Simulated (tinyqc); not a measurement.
Inside a calculation. Model: silicon n-p-n transistor, Gummel numbers and transit times.

Program tinyqc, `OMP_NUM_THREADS=1 python tinyqc.py 2320090 2320091 out.jsonl`; Intel Xeon 2.30GHz, shared host, one thread, about 0.01 s. Printed values are rounded.

One-dimensional n-p-n transistor in the forward active mode at low injection. In the base p(x) = NB exp(-eta x/wb) and ni(x)^2 = ni^2 exp((g0 + g1 x/wb)/Vt); electrons leave the base at vsat; band spikes at the emitter junction and recombination inside the emitter are ignored.

Values chosen for this exercise; band and dielectric values close to those of silicon:
- T = 350 K (temperature)
- Eg = 1.14 eV (band gap)
- eps_r = 11.8 (relative permittivity)
- Nc = 3.54e19 cm^-3 (conduction-band density of states at T)
- Nv = 3.28e19 cm^-3 (valence-band density of states at T)
- vsat = 1.01e7 cm/s (saturation velocity)
- wb = 150 nm (neutral base width)
- NB = 1.4e17 cm^-3 (base doping at the emitter edge)
- eta = 0 (doping falls as exp(-eta x/wb))
- g0 = 0 eV (gap reduction at the emitter edge of the base)
- g1 = 0 eV (further gap reduction across the base (linear))
- Dn = 5.3 cm^2/s (electron diffusion coefficient in the base)
- NE = 2.1e20 cm^-3 (emitter doping)
- gE = 0.117 eV (gap reduction in the emitter (negative: wider gap))
- we = 89 nm (neutral emitter width)
- Dp = 0.96 cm^2/s (hole diffusion coefficient in the emitter)
- Se = 5e5 cm/s (recombination velocity at the emitter contact)
- tb = 8e-7 s (electron lifetime in the base)
- NC = 1.5e16 cm^-3 (collector doping)
- VCB = 1.6 V (collector-base reverse bias)

Constants: q = 1.602176634e-19 C, kB = 1.380649e-23 J/K, Vt = kB T/q, eps0 = 8.8541878128e-14 F/cm where lengths are in cm. Results are converted to the units shown.

Range of the model: The collector doping exceeds a tenth of the base doping at that edge, so the collector layer reaches noticeably into the base. Heavy doping makes emitter or base degenerate; gE and g0 are to be read as apparent gap changes that include this.

## Base Gummel number and transit time

f(x) = p(x) ni^2/ni(x)^2; I(x) = integral from x to wb of f/Dn, plus f(wb)/vsat; base Gummel number GB = I(0); electron density per unit flux n/(J/q) = I/f; base transit time tauB = integral of I/f over the base. Trapezoid rule on 11 equal steps.

```
point   x (nm)  f (cm^-3)  I (s/cm^4)  I/f (s/cm)
0        0.000     1.4e17  4.10088e11  2.92920e-6
1       13.636     1.4e17  3.74067e11  2.67191e-6
2       27.273     1.4e17  3.38047e11  2.41462e-6
3       40.909     1.4e17  3.02026e11  2.15733e-6
4       54.545     1.4e17  2.66005e11  1.90004e-6
5       68.182     1.4e17  2.29985e11  1.64275e-6
6       81.818     1.4e17  1.93964e11  1.38546e-6
7       95.455     1.4e17  1.57944e11  1.12817e-6
8      109.091     1.4e17  1.21923e11  8.70880e-7
9      122.727     1.4e17  8.59026e10  6.13590e-7
10     136.364     1.4e17  4.98820e10  3.56300e-7
11     150.000     1.4e17  1.38614e10  9.90099e-8
```

GB = 4.10088e11 s/cm^4
tauB = 22.7116 ps

With 4000 steps GB = 4.101e11 s/cm^4 and tauB = 22.71 ps. A uniform base would give wb^2/(2 Dn) + wb/vsat = 22.7 ps.

## Gain, Early voltage and collector delay

ni = sqrt(Nc Nv) exp(-Eg/(2 Vt)), Eg in volts; GE = NE exp(-gE/Vt)(we/Dp + 1/Se); JC = J0 exp(VBE/Vt), J0 = q ni^2/GB; gain limited by back injection GE/GB, by base recombination tb/tauB, together 1/beta = the sum of the inverses; collector layer one-sided, Wc = sqrt(2 eps0 eps_r (Vbc + VCB)/(q NC)), Vbc = Vt ln(p(wb) NC/ni^2), Cjc = eps0 eps_r/Wc; Early voltage VA = GB q p(wb)/(f(wb) Cjc [1/Dn - (eta + g1/Vt)/(wb vsat)]), f(wb) = p(wb) exp(-(g0 + g1)/Vt), p(wb) = NB exp(-eta); tauC = Wc/(2 vsat).

ni = 2.11251e11 cm^-3
GE = 4.89158e13 s/cm^4
J0 = 1.74354e-8 A/cm^2
GE/GB = 119.281
tb/tauB = 35224.3
beta = 118.879
Wc = 451.178 nm
Cjc = 0.231570 fF/um^2
VA = 15.0376 V
tauC = 2.23355 ps

The gain is limited more by back injection into the emitter. beta VA = 1790 V.
